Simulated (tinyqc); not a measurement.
Three bands against the two-band Dirac model at K: three-band tight binding of a dichalcogenide monolayer.

Basis dz2, dxy, dx2-y2 on a triangular lattice, nearest neighbours; alpha = kx a/2, beta = sqrt3 ky a/2. h0 = e1 + 2 t0 (cos 2alpha + 2 cos alpha cos beta); h1 = -2 sqrt3 t2 sin alpha sin beta + 2i t1 (sin 2alpha + sin alpha cos beta); h2 = 2 t2 (cos 2alpha - cos alpha cos beta) + 2i sqrt3 t1 cos alpha sin beta; h11 = e2 + 2 t11 cos 2alpha + (t11 + 3 t22) cos alpha cos beta; h22 = e2 + 2 t22 cos 2alpha + (3 t11 + t22) cos alpha cos beta; h12 = sqrt3 (t22 - t11) sin alpha sin beta + 4i t12 sin alpha (cos alpha - cos beta) + i lam sz. H = [[h0, h1, h2], [., h11, h12], [., ., h22]], Hermitian; the lowest band of each spin is filled. K = (4 pi/3a, 0), M = (pi/a, pi/(sqrt3 a)).

Constants: hbar^2/2m0 = 3.80998211 eV angstrom^2.

Inputs chosen for the exercise (near a published set for monolayer MoS2; the results hold for these values, not for the real material): a = 3.197 angstrom (lattice constant); e1 = 1.053 eV (level of dz2); e2 = 2.112 eV (level of dxy and dx2-y2); t0 = -0.18 eV (hopping); t1 = 0.395 eV (hopping); t2 = 0.509 eV (hopping); t11 = 0.216 eV (hopping); t12 = 0.34 eV (hopping); t22 = 0.058 eV (hopping); lam = 0.072 eV (spin-orbit constant).

Masses from central differences along kx with step 0.002 1/angstrom, c = hbar^2/2m0; Berry curvature of the valence band from a counter-clockwise plaquette of side 0.001 1/angstrom, Omega = -arg(product of overlaps)/area. Two-band model: coupling A = (3 a/(2 sqrt2))(t1 + sqrt3 t2) between valence and conduction states, mass c G/A^2 for both, Omega_v = 2 A^2/G^2. sz = 0 drops the spin-orbit term.

At K:
```
sz  G (eV)  m_c (m0)  m_v (m0)  two-band mass  Omega_v (angstrom^2)  two-band Omega
1   1.5867     0.427     0.598          0.323                14.812          14.887
0   1.6587     0.450     0.651          0.337                13.553          13.622
-1  1.7307     0.473     0.708          0.352                12.449          12.513
```

A = 4.3289 eV angstrom

What does the comparison show, and why?

Without spin-orbit coupling the electron mass is 0.450 and the hole mass 0.651, against 0.337 for both in the two-band model: the third band and the curvature of the diagonal terms break the symmetry. The Berry curvature is -0.5 % from the two-band value. The smaller gap (sz = +1) has the larger curvature, by a factor 1.19.

(tinyqc, `OMP_NUM_THREADS=1 python tinyqc.py 1481554 1481555 out.jsonl`, Intel(R) Xeon(R) Processor @ 2.30GHz, 1 thread, shared host, about 0.02 s.)
